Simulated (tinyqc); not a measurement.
# From one set of inputs to another, one input at a time

Model: two-sublattice mean-field magnet: ferrimagnet, compensation points and susceptibility. Computed by tinyqc, a small Python program. Command: `OMP_NUM_THREADS=1 python tinyqc.py 3027171 3027172 out.jsonl ferri ladder`. One thread of a shared host (Intel(R) Xeon(R) Processor @ 2.30GHz), about 0.02 s of CPU time with the checks.

A random alloy A(1-x)B(x) with H = -sum over pairs J S_i.S_j. a = <S_A> and b = <S_B> are taken along z, a > 0. Exchange fields: h_A = (1 - x) zJ_AA a + x zJ_AB b, h_B = (1 - x) zJ_AB a + x zJ_BB b; a = S_A B_(S_A)(S_A h_A/(k_B T)) and likewise for b, with the Brillouin function B_S(y) = [(2S + 1)/(2S)] coth[(2S + 1) y/(2S)] - [1/(2S)] coth[y/(2S)].

The inputs printed are set A. Inputs not listed in the table keep their values of set A, so the rows need not describe a real material.

Inputs (values chosen for the exercise, for a model ferrimagnet):

| quantity | value | unit |
|---|---|---|
| spin S_A | 2 | - |
| spin S_B | 1.5 | - |
| g factor g_A | 2.2 | - |
| g factor g_B | 2 | - |
| fraction x of B sites | 0.22 | - |
| z J_AA | 32.7 | meV |
| z J_BB | 5 | meV |
| z J_AB | -13 | meV |
| T over T_c | 0.47 | - |
| largest number of steps | 3000 | - |

Constants: k_B = 8.617333262e-05 eV/K.

Method:
- Linearised, T (a, b) = M (a, b) with M_ij = S_i (S_i + 1) c_j zJ_ij/(3 k_B), c_A = 1 - x, c_B = x. T_c is the larger eigenvalue, and its eigenvector gives b/a at onset, (T_c - M_AA)/M_AB.
- Repeat from a = S_A, b = -S_B until a and b change by less than 1e-10.
- Net moment m = (1 - x) g_A a + x g_B b in mu_B per site; net spin s = (1 - x) a + x b. At T = 0, a = S_A and b = -S_B. Effective g = m/s.

Each row keeps all changes above it:

| input moved | from | to | net moment m (mu_B) | a | b |
|---|---|---|---|---|---|
| set A | - | - | 2.7916 | 1.8453 | -0.8519 |
| z J_BB (meV) | 5 | 1.7 | 2.7998 | 1.8450 | -0.8322 |
| z J_AA (meV) | 32.7 | 18.7 | 2.6730 | 1.8516 | -1.1462 |
| T over T_c | 0.47 | 0.7 | 2.2804 | 1.5307 | -0.7871 |
| g factor g_A | 2.2 | 2 | 2.0416 | 1.5307 | -0.7871 |
| fraction x of B sites | 0.22 | 0.38 | 1.3478 | 1.5549 | -0.7635 |
| z J_AB (meV) | -13 | -2.9 | 1.7093 | 1.5109 | -0.2160 |

Where does the difference come from?

net moment m goes from 2.79 to 1.71, a factor 0.612 in all. The largest single move comes from fraction x of B sites (a factor 0.660), and z J_AB works against it (a factor 1.27). a goes from 1.85 to 1.51, a factor 0.819 in all. The largest single move comes from T over T_c (a factor 0.827). b goes from -0.852 to -0.216, +0.636 in all. The largest single move comes from z J_AB (+0.547), and z J_AA works against it (-0.314). The single moves hold for this order of the switches; the total does not depend on the order.

Extremes, crossings and ranges named in words are read from the listed rows.
